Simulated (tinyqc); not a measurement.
Composition and strain of an epitaxial Si(1-x)Ge(x) layer from Raman and X-ray peaks: one step, computed by the program tinyqc. Command: `OMP_NUM_THREADS=1 python tinyqc.py 3031772 3031773 out.jsonl epiraman walk`. One thread of a shared host (Intel(R) Xeon(R) Processor @ 2.30GHz), about 0.01 s of CPU time with the checks.

A (001) layer, biaxially strained in the plane. The Raman peaks follow empirical lines omega = w0 + c1 x + c3 x^3 + b eps (c3 for Si-Ge alone), with eps the in-plane strain.

Question. Raman peaks. Insert x and eps in the three lines; the strain part is b eps.

Inputs (values chosen for the exercise, modelled on silicon-germanium):
```
quantity                     value  unit
Ge fraction x                 0.33     -
Si-Si: w0                    520.4  1/cm
Si-Si: c1                    -66.5  1/cm
Si-Si: strain coefficient b   -697  1/cm
Si-Ge: w0                    399.9  1/cm
Si-Ge: c1                     23.4  1/cm
Si-Ge: c3                    -34.2  1/cm
Si-Ge: strain coefficient b   -571  1/cm
Ge-Ge: w0                    280.1  1/cm
Ge-Ge: c1                     19.4  1/cm
Ge-Ge: strain coefficient b   -440  1/cm
```

Substrate: relaxed alloy buffer.

in-plane strain eps = -1.537536 per mille

Give: Si-Si peak; Si-Ge peak; Ge-Ge peak; strain parts.

Answer.

Si-Si peak = 499.5 1/cm

Si-Ge peak = 407.3 1/cm

Ge-Ge peak = 287.2 1/cm

strain parts (1/cm): Si-Si 1.072, Si-Ge 0.878, Ge-Ge 0.677

Read as unstrained, the Si-Si peak would give x = 0.314 in place of 0.33.
